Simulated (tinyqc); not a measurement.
Metal gate on a two-layer dielectric stack with fixed charge and a dipole: two steps of the calculation.

Gate, layer 2, layer 1, p-type semiconductor; x runs from the gate inwards. Charges are counted in units of +q. psi is the band bending at the surface, positive towards inversion. Classical charge, Boltzmann statistics, no interface traps.

Inputs (values chosen for the exercise); band and dielectric values close to those of silicon, layer 1 close to aluminium oxide, layer 2 close to hafnium oxide: temperature T = 300 K; band gap Eg = 1.12 eV; valence-band density of states at T Nv = 2.65e19 cm^-3; electron affinity chi = 4.02 eV; acceptor density Na = 4.5e16 cm^-3; work function of the gate metal pM = 4.45 eV; thickness of layer 1, next to the semiconductor t1 = 0.6 nm; relative permittivity of layer 1 e1 = 9.22; thickness of layer 2, next to the gate t2 = 4.9 nm; relative permittivity of layer 2 e2 = 21.7; fixed charge at the semiconductor interface Q1 = 8e10 cm^-2; fixed charge between the layers Q2 = 1.3e11 cm^-2; uniform charge density in layer 1 r1 = 0 cm^-3; uniform charge density in layer 2 r2 = -4.2e18 cm^-3; flat-band shift by a dipole layer between the layers Vd = 0 V.

Constants: q = 1.602176634e-19 C, kB = 1.380649e-23 J/K, Vt = kB T/q, eps0 = 8.8541878128e-14 F/cm where lengths are in cm. Results are converted to the units shown.

Task 1. Equivalent thickness and work-function difference. EOT = 3.9 (t1/e1 + t2/e2), Cox = eps0/(t1/e1 + t2/e2); phi_ms = pM - (chi + Eg - Vt ln(Nv/Na)).

Give: EOT; Cox; share of layer 1 in the EOT; phi_ms.

Result 1.

EOT = 1.1344 nm
Cox = 3.0439 uF/cm^2
share of layer 1 in the EOT = 22.372 %
phi_ms = -0.52511 V

Task 2. Flat-band voltage, term by term. Vfb = phi_ms + Vd - (q/eps0) [Q1 (t1/e1 + t2/e2) + Q2 t2/e2 + r1 (t1^2/(2 e1) + t1 t2/e2) + r2 t2^2/(2 e2)]: each charge counts with its electrical distance from the gate.

Find: terms; Vfb.

Result 2.

terms (V): phi_ms -0.5251, dipole 0.0000, Q1 -0.0042, Q2 -0.0053, r1 0.0000, r2 0.0420
Vfb = -0.4926 V

Apart from phi_ms the largest term is that of r2, 42.0 mV; all charges and the dipole together move Vfb by 32.5 mV.

tinyqc, about 0.01 s, one thread, Intel Xeon 2.30GHz (shared host): `OMP_NUM_THREADS=1 python tinyqc.py 2010102 2010103 out.jsonl`
